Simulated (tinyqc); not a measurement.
# Short-channel transistor, virtual-source model with series resistance: what changes with what

The current per gate width is the charge at the top of the source barrier (the virtual source) times its velocity times a saturation function; al and be are fitting constants of the model. Units: I in uA/um, Rs in ohm um, so I Rs = 1e-6 I Rs in volts; Q in uC/cm^2, so I = 1e-4 Q vx0 Fsat with vx0 in cm/s.

Values chosen for this exercise:
```
symbol,value,unit,meaning
T,300,K,temperature
Cinv,3.07,uF/cm^2,inversion capacitance
vx0,7.67e6,cm/s,velocity at the virtual source
mu,590,cm^2/(V s),apparent mobility
L,90,nm,channel length
VT0,0.425,V,threshold at zero drain voltage
dl,0.156,V/V,drain-induced barrier lowering
n0,1.35,,subthreshold factor
nd,0,1/V,growth of n with drain voltage
al,3.5,,threshold shift (in units of Vt) from weak to strong inversion
be,2,,sharpness of saturation
Rs,90,ohm um,series resistance of each contact
```

Constants: q = 1.602176634e-19 C, kB = 1.380649e-23 J/K, Vt = kB T/q. Results are converted to the units shown.

Each table varies one quantity; the others keep the values above.

## Output curve

Intrinsic voltages Vg' = Vgs - I Rs, Vd' = Vds - 2 I Rs. n = n0 + nd Vd', VT = VT0 - dl Vd', Ff = 1/(1 + exp((Vg' - VT + al Vt/2)/(al Vt))), Q = Cinv n Vt ln(1 + exp((Vg' - VT + al Vt Ff)/(n Vt))), Vdsat = (vx0 L/mu)(1 - Ff) + Vt Ff, Fsat = u/(1 + u^be)^(1/be) with u = Vd'/Vdsat, and I = Q vx0 Fsat per width. I is solved self-consistently. gds = dI/dVds, gm = dI/dVgs.

In this table Vgs = 1.2 V.

Output curve:
```
Vds (V)  I (uA/um)    Fsat  gds (uS/um)  gain gm/gds
0.13         518.1  0.2997         3814      0.05446
0.26         971.3  0.5886         3062       0.1804
0.4           1310  0.8146         1744       0.6427
0.53          1473  0.9148        877.0        1.732
0.66          1561  0.9555        533.0        3.173
0.8           1625  0.9745        399.4        4.418
0.93          1673  0.9831        349.0        5.143
1.07          1720  0.9884        323.4        5.603
1.2           1761  0.9913        310.9        5.857
```

What does the table show?

The current rises from 518 to 1760 uA/um as Fsat rises from 0.300 to 0.991; gds falls from 3810 to 311 uS/um. The gain ends at 5.86, against 1/dl = 6.41 for a current that depends on Vds through barrier lowering alone.

## Supply voltage at a fixed off current

For each supply Vdd, VT0 is set so that I(Vgs = 0, Vds = Vdd) = 100 nA/um; Ion = I(Vdd, Vdd); C = Cinv L + 0.7 fF/um of parasitic capacitance; delay C Vdd/Ion, energy C Vdd^2.

Result of one run:
```
Vdd (V)  VT0 (V)  Ion (uA/um)  delay (ps)  energy (fJ/um)
0.5      0.39850       343.04      5.0475         0.86575
```

What becomes of these results when the supply voltage Vdd is changed from 0.5 to 0.4 V, all else the same?

Result of the changed run:
```
Vdd (V)  VT0 (V)  Ion (uA/um)  delay (ps)  energy (fJ/um)
0.4      0.38286       188.60      7.3447         0.55408
```

The whole series:
```
Vdd (V)  VT0 (V)  Ion (uA/um)  delay (ps)  energy (fJ/um)
0.4      0.38286       188.60      7.3447         0.55408
0.5      0.39850       343.04      5.0475         0.86575
0.6      0.41412       513.85      4.0436          1.2467
0.7      0.42973       692.13      3.5024          1.6969
0.8      0.44534       873.87      3.1703          2.2163
0.9      0.46094       1057.2      2.9482          2.8050
1        0.47655       1241.2      2.7901          3.4630
1.1      0.49215       1425.5      2.6722          4.1902
```

The VT0 needed rises from 0.383 to 0.492 V and Ion rises from 189 to 1430 uA/um. The delay falls from 7.34 to 2.67 ps, while the energy grows as Vdd^2. Going from 0.4 to 0.5 V changes the delay by -31 %, going from 1 to 1.1 V by -4.2 %.

Program tinyqc, `OMP_NUM_THREADS=1 python tinyqc.py 2380013 2380014 out.jsonl`; Intel Xeon 2.30GHz, shared host, one thread, about 0.01 s.
